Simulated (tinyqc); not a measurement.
Three programmes: liquidus of a compound AB in a simple-solution melt, liquid-phase epitaxy and vapour pressures. Computed by tinyqc, a small Python program. Command: `OMP_NUM_THREADS=1 python tinyqc.py 3016940 3016941 out.jsonl liq35 walk`. One thread of a shared host (Intel(R) Xeon(R) Processor @ 2.30GHz), about 0.06 s of CPU time with the checks.

x is the atom fraction of B in the melt. The melt is a simple solution: R T ln gamma_B = W (1 - x)^2, R T ln gamma_A = W x^2, W = a + b T. The solid AB is stoichiometric.

Inputs (values chosen for the exercise, for a model compound): melting point T_F = 1755 K; entropy of fusion S_F = 65.2 J/(mol K); interaction a = 11 kJ/mol; interaction slope b = -15.5 J/(mol K); saturation temperature T = 1437 K; step dT = 8.1 K; cooling rate c = 1.4 K/min; diffusivity in the melt D = 5.6e-05 cm^2/s; molar volume of the melt V_L = 11.9 cm^3/mol; lattice constant a0 = 5.451 angstrom; melt depth w = 9.4 mm.

Constants: R = 8.314462618 J/(mol K); N_A = 6.02214076e+23 1/mol; k_B = 8.617333262e-05 eV/K.

Method:
- Liquidus (Vieland): f(x) = R T ln[4 x (1 - x)] + 2 W (1/2 - x)^2 + S_F (T_F - T) = 0.
- Newton steps with f' = (1 - 2x)[R T/(x (1 - x)) - 2 W], from the dilute estimate x = (1/4) exp[-(S_F (T_F - T) + W/2)/(R T)]; stop below 1e-13; f under 1e-6 shown as 0.
- dx/dT = -(df/dT)/f', df/dT = R ln[4 x (1 - x)] + 2 b (1/2 - x)^2 - S_F, f' = (1 - 2x)[R T/(x (1 - x)) - 2 W]. Concentrations: C_L = x N_A/V_L in the melt, C_S = 4/a0^3 in the solid; m = dT/dC_L.
- Semi-infinite melt (Hsieh): step d = 2 dT sqrt(D t/pi)/(C_S m); ramp d = (4/3) c sqrt(D/pi) t^(3/2)/(C_S m); supercooling is their sum. A melt of depth w can give at most w (undercooling)/(C_S m).

C_S = 2.46963e+22 1/cm^3

slope m = 4.41322e-20 K cm^3

dx/dT = 4.47755e-04 1/K

solubility x = 0.0672973

Thickness (micrometre):
```
t (min)    step        ramp  supercooling  sqrt(D t) (mm)
0.2       2.174  5.0098e-02         2.224          0.2592
0.5       3.437  1.9803e-01         3.635          0.4099
1.0       4.861  5.6011e-01         5.421          0.5797
2.0       6.874  1.5842e+00         8.459          0.8198
5.0      10.869  6.2622e+00        17.132          1.2961
10.0     15.372  1.7712e+01        33.084          1.8330
20.0     21.739  5.0098e+01        71.837          2.5923
```

What follows from these numbers?

Step cooling goes as t^(1/2), ramp cooling as t^(3/2); they are equal at t = 3 dT/(2 c) = 8.68 min. The local exponent of their sum runs from 0.54 to 1.12. Rows with sqrt(D t) above about half the depth of 9.4 mm are overestimates.
